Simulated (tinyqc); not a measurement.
## Mass from the capacitance plateau

Question. Once one two-dimensional band is degenerate, Cq = q gv md m0 q/(pi hbar^2) and 1/C_G = 1/Cox + 1/Cq (no traps). Find Cq, md and the oxide-equivalent thickness 3.9 eps0/Cq that it adds.

Inputs (values chosen for the exercise):
- gv = 2 (valley degeneracy)

Constants: q = 1.602176634e-19 C, hbar = 1.054571817e-34 J s, m0 = 9.1093837015e-31 kg, eps0 = 8.8541878128e-14 F/cm where lengths are in cm. Results are converted to the units shown.

C_G on the plateau = 0.31272697 uF/cm^2
Cox = 0.31414658 uF/cm^2

Solution. Removing Cox from the series leaves Cq, which is proportional to gv md.

Cq = 69.2 uF/cm^2
md = 0.517 m0
added thickness = 0.0499 nm

tinyqc, about 0.01 s, one thread, Intel Xeon 2.30GHz (shared host): `OMP_NUM_THREADS=1 python tinyqc.py 2200148 2200149 out.jsonl`
